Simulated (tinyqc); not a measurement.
Debye-Callaway model of lattice thermal conductivity: one step, computed by the program tinyqc.

Three acoustic branches with one velocity v, cut at omega_D = k_B Theta/hbar; x = hbar omega/(k_B T). v and Theta are separate inputs: Theta cuts off the heat-carrying modes, so C need not reach 3 k_B/V. gamma is an effective value that sets the umklapp rate. Heat flows along the wire.

Question. Scattering rates at one frequency. Rates: point defects A omega^4; umklapp B omega^2 T exp(-Theta/(b T)) with B = hbar gamma^2/(M v^2 Theta); normal processes f_N B omega^2 T (T/Theta)^2. Boundaries: v/Lambda_B with Lambda_B = D (1 + p)/(1 - p). The resistive time is tau_R = 1/(boundary + point-defect + umklapp rates), and the free path is v tau_R.

Inputs (values chosen for the exercise, modelled on lead telluride):
```
quantity                              value        unit
sound velocity v                       1750         m/s
Debye temperature Theta                 138           K
mean atomic mass M                    167.4           u
effective Grueneisen parameter gamma   3.77           -
umklapp exponent divisor b              2.5           -
wire diameter D                       0.033  micrometre
specularity p                           0.2           -
normal-process factor f_N              0.45           -
temperature T                           300           K
probe frequency omega/omega_D          0.72           -
```

Sample: wire. Point defects: vacancies. Normal processes: included.

Rayleigh coefficient A = 4.233273e-42 s^3

Constants: k_B = 1.380649e-23 J/K; hbar = 1.054571817e-34 J s; u = 1.6605390666e-27 kg.

Give: omega; Rates; tau_R; free path.

Answer.

omega = 1.3008e+13 rad/s

Rates:
```
process        rate (1/s)  rate x tau_R
boundaries     3.5354e+10      0.050840
point defects  1.2121e+11       0.17431
umklapp        5.3882e+11       0.77485
normal         1.3774e+12        1.9807
```

tau_R = 1.4380e-12 s

free path = 2.5166 nm

The strongest resistive process at this frequency: umklapp, 77 % of the resistive rate.
